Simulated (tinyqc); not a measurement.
Geometry alone against geometry with stress: oxidation of curved silicon (wires and holes): cylindrical Deal-Grove kinetics with stress-retarded reaction. Computed by tinyqc, a small Python program. Command: `OMP_NUM_THREADS=1 python tinyqc.py 3010384 3010385 out.jsonl wireox walk`. One thread of a shared host (Intel(R) Xeon(R) Processor @ 2.30GHz), about 0.03 s of CPU time with the checks.

Silicon fills r < a and oxide a < r < b. One volume of silicon gives 2.25 volumes of oxide, and the length is fixed.

Inputs (values chosen for the exercise, close to those used for silicon in dry oxygen):

| quantity | value | unit |
|---|---|---|
| prefactor B0 | 844 | um^2/h |
| activation energy E_B | 1.23 | eV |
| prefactor (B/A)0 | 5.41e+06 | um/h |
| activation energy E_A | 2.01 | eV |
| starting silicon radius a0 | 27 | nm |
| starting oxide x_i | 1 | nm |
| viscosity prefactor eta0 | 1.8e-08 | Pa s |
| viscosity energy E_eta | 5.46 | eV |
| critical shear stress s_c | 46 | MPa |
| activation volume V_k | 15 | angstrom^3 |
| temperature T | 950 | C |
| time t | 3.9 | h |

Shape: wire (convex).

Constants: k_B = 8.617333262e-05 eV/K.

Method:
- B = B0 exp(-E_B/(k_B T)), B/A = (B/A)0 exp(-E_A/(k_B T)), eta = eta0 exp(E_eta/(k_B T)); 1 um = 1000 nm.
- Temperatures in kelvin are T(C) + 273.15.
- Geometry: b^2 = b0^2 + 1.25 (a0^2 - a^2), b0 = a0 + x_i.
- Rate of oxide made per interface area: q = 1/[1/k + 2 a |ln(b/a)|/B], and |da/dt| = q/2.25. Reaction k = (B/A) exp(-sigma V_k/(k_B T)). New oxide pushes the old with radial speed u = 1.25 |da/dt| at r = a; the shear stress at radius r is s_c asinh(z a^2/r^2), z = 2 eta u/(a s_c) (Eyring flow), and the compressive normal stress at the interface is sigma = |int_a^b 2 s/r dr| = s_c |F(z) - F(z a^2/b^2)|, F(y) = int_0^y asinh(w)/w dw. q and sigma are solved together. 1 MPa angstrom^3 = 6.241509e-6 eV.
- Integrate da/dt adaptively (tolerance 1e-8); a wire counts as consumed at a = 0.5 nm and a hole as closed at b = 0.5 nm. Planar reference: x^2 + A x = B t + x_i^2 + A x_i, A = B/(B/A).
- A dash marks a stress-free run that has consumed the wire or closed the hole.

B = 7216.72 nm^2/h

B/A = 28.2709 nm/h

low-stress viscosity eta = 5.65274e+14 Pa s

k_B T = 0.105403 eV

Oxide thickness (nm):

| t (h) | planar | curved, no stress | curved, with stress | a (nm) | sigma (MPa) |
|---|---|---|---|---|---|
| 0.117 | 4.241 | 4.087 | 3.904 | 25.645 | 114.2 |
| 0.390 | 11.511 | 10.485 | 9.407 | 22.867 | 269.9 |
| 0.780 | 21.281 | 18.290 | 15.442 | 19.491 | 443.9 |
| 1.560 | 39.113 | 31.024 | 24.071 | 14.007 | 729.8 |
| 2.730 | 62.756 | - | 32.393 | 7.837 | 1134.3 |
| 3.900 | 83.770 | - | 37.455 | 3.529 | 1606.2 |

What does the comparison show, and why?

At 1.56 h the thickness is 0.793 of the planar value from geometry alone and 0.615 with stress. On a wire the new oxide spreads over a larger circumference, which thins it, while the oxidant converges on a smaller interface. Stress and geometry both count. Caution: rows with a normal stress above about 1.5 GPa lie beyond the range of a viscous flow law. Caution: elasticity of the oxide, stress-dependent diffusion and thin-oxide enhancement are left out.
